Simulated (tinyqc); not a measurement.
Valence-band offset from core levels (Kraut method), with the dipole against the affinity rule: two steps of the calculation.

Binding energies are counted downwards from the Fermi level. dEv > 0 means that the valence edge of B lies below that of A, dEc > 0 that the conduction edge of B lies above that of A; dEc + dEv = EgB - EgA. The spectra are made-up values treated as data.

Values chosen for this exercise; gaps and affinities close to those of In0.53Ga0.47As (A) and silicon nitride (B):
```
symbol,value,unit,meaning
EgA,0.74,eV,gap of the substrate A
EgB,5.21,eV,gap of the overlayer B
chiA,4.59,eV,electron affinity of A
chiB,2.08,eV,electron affinity of B
cA,38.44,eV,core level of bare A
cB,17.49,eV,core level of thick B
vB,2.83,eV,valence-band maximum of thick B
ei,9.4,,relative permittivity inside the dipole layer
dd,0.29,nm,thickness of the dipole layer
iA,38.8,eV,core level of A under a thin film of B
iB,17.72,eV,core level of B in that thin film
```

Constants: q = 1.602176634e-19 C, eps0 = 8.8541878128e-14 F/cm where lengths are in cm. Results are converted to the units shown.

Problem 1. Offsets. dEv = (iB - iA) - (cB - vB) + (cA - vA), dEc = EgB - EgA - dEv.

vA = 0.26618470 eV

Find: cA - vA; cB - vB; iB - iA; dEv; dEc.

Solution 1.

cA - vA = 38.174 eV
cB - vB = 14.660 eV
iB - iA = -21.080 eV
dEv = 2.4338 eV
dEc = 2.0362 eV

The alignment is type I (straddling). Both offsets exceed 1 eV, the usual requirement for a gate dielectric. A rigid shift of all levels, by charging or doping, cancels in the differences.

Problem 2. Interface dipole. The affinity rule gives dEc(0) = chiA - chiB; the dipole step is D = dEc - dEc(0), and two sheets of opposite charge dd apart hold N = eps0 ei |D|/(q dd).

dEc = 2.0361847 eV

Give: dEc(0); D; N; field in the dipole layer.

Solution 2.

dEc(0) = 2.510 eV
D = -0.4738 eV
N = 8.487e13 cm^-2
field in the dipole layer = 16.34 MV/cm

N is 0.12 elementary charges for each of about 7e14 surface atoms per cm^2.

tinyqc, about 0.01 s, one thread, Intel Xeon 2.30GHz (shared host): `OMP_NUM_THREADS=1 python tinyqc.py 2410046 2410047 out.jsonl`
